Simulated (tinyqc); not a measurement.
## Electron continuity equation in a given potential, Scharfetter-Gummel discretisation: error of the current against the mesh

Steady state in one dimension: J = q mu n E + q D dn/dx with E = -dpsi/dx and D = mu Vt, dJ/dx = q (n/tau - G), fixed densities nL and nR at the ends. The potential is given, psi = U x/L, and is not changed by the electrons.

Fluxes J_i = (q D/h)(n_(i+1) P_i - n_i Q_i), d_i = (psi_(i+1) - psi_i)/Vt: Scharfetter-Gummel P = B(d), Q = B(-d), B(d) = d/(exp(d) - 1); central P = 1 - d/2, Q = 1 + d/2; upwind P = 1 + max(-d, 0), Q = 1 + max(d, 0). Balance at each inner node: J_i - J_(i-1) = q h (n_i/tau - G). The reference is Scharfetter-Gummel on 4000 intervals or more. Errors are those of J on the first interval against the reference at its midpoint; errors under 1e-6 % are printed as 0.

Parameters, values chosen for the exercise; mobility close to that of In0.53Ga0.47As at room temperature: temperature T = 293 K; electron mobility mu = 11100 cm^2/(V s); length of the region L = 0.34 um; density at x = 0 nL = 1.1e15 cm^-3; density at x = L nR = 0 cm^-3; lifetime tau = 1.8e-12 s; uniform generation rate G = 8.5e26 cm^-3 s^-1; potential difference psi(L) - psi(0) U = 0.9 V.

Constants: q = 1.602176634e-19 C, kB = 1.380649e-23 J/K, Vt = kB T/q. Results are converted to the units shown.

Error of the current against the mesh:
```
N    largest |d|  reference J (A/cm^2)  SG error (%)  central error (%)  upwind error (%)
5          7.129              -5.188e4        -0.180              -5.14            -0.246
10         3.565              -5.181e4       -0.0623            9.70e-5            -0.125
20         1.782              -5.178e4       -0.0177           -4.98e-5           -0.0626
40        0.8911              -5.176e4      -4.60e-3           -1.21e-5           -0.0313
80        0.4456              -5.175e4      -1.16e-3           -2.67e-6           -0.0157
160       0.2228              -5.175e4      -2.91e-4                  0          -7.83e-3
```

What does the table show?

From N = 80 to 160 the error shrinks by 4.0 (Scharfetter-Gummel), 2.0 (upwind); 4 marks second order and 2 first order. At N = 5 the errors are -0.18, -5.1 and -0.25 %.

Range of the model: The drift velocity mu E exceeds 1e7 cm/s somewhere, where real mobilities no longer stay constant.

Computed by the program tinyqc: `OMP_NUM_THREADS=1 python tinyqc.py 2220149 2220150 out.jsonl`, one thread of a shared Intel Xeon 2.30GHz, about 0.01 s for the whole run.
